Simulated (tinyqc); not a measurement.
# Gap and radiative efficiency from Jsc and Voc

Inverse problem. Photon flux above E from a black body at temperature T into a hemisphere: Phi(E, T) = A sum_k exp(-k E/th)[E^2 th/k + 2 E th^2/k^2 + 2 th^3/k^3], k = 1, 2, ..., with th = kB T/q in eV and A = 2 pi q^3/(h^3 c^2). A cell with a sharp absorption edge has Jsc = q F Phi(Eg, Ts) and Voc = Vt ln(1 + Jsc/J0), J0 = q ge Phi(Eg, T)/ERE. Find Eg and ERE.

Values chosen for this exercise:
- T = 300 K (cell temperature)
- Ts = 1400 K (emitter temperature)
- F = 0.41 (share of the hemisphere filled by the emitter)
- ge = 2 (number of faces that emit)

Constants: q = 1.602176634e-19 C, kB = 1.380649e-23 J/K, h = 6.62607015e-34 J s, c = 299792458 m/s, Vt = kB T/q. Results are converted to the units shown.

Jsc = 476.345711 mA/cm^2
Voc = 0.680257342 V

Solution. Phi falls steadily with E, so Jsc fixes Eg; Voc gives J0, and its ratio to the radiative dark current is 1/ERE.

Eg = 0.9000 eV
ERE = 0.3000

Numbers from tinyqc (`OMP_NUM_THREADS=1 python tinyqc.py 2820018 2820019 out.jsonl`; about 0.01 s on one thread of a shared Intel Xeon 2.30GHz).
